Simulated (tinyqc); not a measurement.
Domain walls in a thin film with perpendicular anisotropy: Bloch, Neel and chiral walls, motion and stripe domains: one step, computed by the program tinyqc. Command: `OMP_NUM_THREADS=1 python tinyqc.py 3026232 3026233 out.jsonl mwall walk`. One thread of a shared host (Intel(R) Xeon(R) Processor @ 2.30GHz), about 0.01 s of CPU time with the checks.

One-dimensional wall: polar angle theta(x), azimuth phi of the moment in the wall (phi = 0 Neel, 90 degrees Bloch). mu_0 = 1.25663706212e-6 T m/A, gamma = 1.76085963023e11 rad/(s T).

Question. Bloch or Neel. sigma(phi) = sigma_0 + 2 Delta K_D cos^2(phi) - pi D cos(phi), with the wall shape anisotropy K_D = N_x mu_0 M_s^2/2, N_x = t ln 2/(pi Delta). The minimum has cos(phi) = D/D_N for D < D_N = 4 Delta K_D/pi and phi = 0 beyond; sigma turns negative at D_c = (sigma_0 + 2 Delta K_D)/pi.

Inputs (values chosen for the exercise, for a model film): saturation magnetisation M_s = 1280 kA/m; DMI constant D = 0.15 mJ/m^2; thickness t = 1.3 nm.

width parameter Delta = 8.177650 nm

sigma_0 = 4.597898 mJ/m^2

Give: K_D; D_N; azimuth phi; wall energy sigma; D_c.

Answer.

K_D = 36.107 kJ/m^3

D_N = 0.37595 mJ/m^2

azimuth phi = 66.485 degrees

wall energy sigma = 4.5039 mJ/m^2

D_c = 1.6515 mJ/m^2

A mixed wall, between Bloch and Neel. D is 0.09 of D_c.
